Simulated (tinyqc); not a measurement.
Flattening the wire at fixed area: round or elliptic silicon nanowire with anisotropic valleys (Ritz method).

Wire along x = [100] on a (001) wafer, y = [010], z = [001]. Valley groups, two valleys each (w = inverse masses): A, axis along z: w_y = 1/mt, w_z = 1/ml, m_x = mt; B, axis along y: w_y = 1/ml, w_z = 1/mt, m_x = mt; C, axis along x: w_y = w_z = 1/mt, m_x = ml.

Hard wall on the ellipse (y/a)^2 + (z/b)^2 = 1, c = hbar^2/2m0. With u = y/a, v = z/b the operator is -c [(w_y/a^2) d2/du2 + (w_z/b^2) d2/dv2] on the unit disc. Basis (1 - u^2 - v^2) u^i v^j; S, X and Y are the disc integrals of f f', (df/du)(df'/du) and (df/dv)(df'/dv), from the integral of u^p v^q = 2 Gamma((p+1)/2) Gamma((q+1)/2)/((p + q + 2) Gamma((p+q+2)/2)) for even p, q; H = c (w_y X/a^2 + w_z Y/b^2).

Converged values use 21 functions of each parity class (e or o in u, then in v).

Constants: hbar^2/2m0 = 3.80998211 eV angstrom^2.

Values chosen for the exercise (near those of a Si nanowire; shifted at random, so the results belong to these values and not to a real crystal):
```
symbol  value                              unit  meaning
ml      0.921                              m0    longitudinal mass
mt      0.186                              m0    transverse mass
asp     (0.4, 0.6, 0.8, 1, 1.3, 1.8, 2.5)        ratios a/b
area    11                                 nm^2  cross-section, kept fixed
```

a = sqrt(area x ratio/pi), b = a/ratio, 1 nm^2 = 100 angstrom^2; lowest level of each group.

Levels (eV):
```
a/b  a (angstrom)  b (angstrom)       A       B       C
0.4          11.8          29.6  0.4064  0.1530  0.4793
0.6          14.5          24.2  0.2888  0.1581  0.3807
0.8          16.7          20.9  0.2320  0.1764  0.3463
1.0          18.7          18.7  0.1997  0.1997  0.3383
1.3          21.3          16.4  0.1732  0.2387  0.3494
1.8          25.1          13.9  0.1553  0.3074  0.3947
2.5          29.6          11.8  0.1530  0.4064  0.4793
```

What does the comparison show?

Each group is lowest where its stretched ellipse is a circle, at a/b = sqrt(w_y/w_z): 2.23 for A, 0.45 for B and 1.00 for C. The lowest group is B in the first row and A in the last, A and B crossing at a/b = 1 by symmetry; B - A is -253 meV in the first row and +253 meV in the last.

(tinyqc, `OMP_NUM_THREADS=1 python tinyqc.py 1281238 1281239 out.jsonl`, Intel(R) Xeon(R) Processor @ 2.30GHz, 1 thread, shared host, about 0.07 s.)
